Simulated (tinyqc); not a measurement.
# Contact resistivity and sheet resistance from two contact lengths

Problem. Rc = [sqrt(rc Rsh)/Wc] coth(Lc/(2 LT)), LT = sqrt(rc/Rsh), Wc = 25 nm; the second contact is twice as long as the first. Find LT, rc and Rsh.

Rc for Lc = 13 and 26 nm (ohm): [399.283631, 225.314460]

Answer. With t = tanh(Lc/(2 LT)) for the shorter contact, the resistance of the longer over that of the shorter is (1 + t^2)/2. Then sqrt(rc Rsh) = Rc t Wc, and rc and Rsh follow by multiplying and dividing by LT.

LT = 17.3 nm
rc = 6.20e-10 ohm cm^2
Rsh = 207 ohm

Computed by the program tinyqc: `OMP_NUM_THREADS=1 python tinyqc.py 2170147 2170148 out.jsonl`, one thread of a shared Intel Xeon 2.30GHz, about 0.08 s for the whole run.
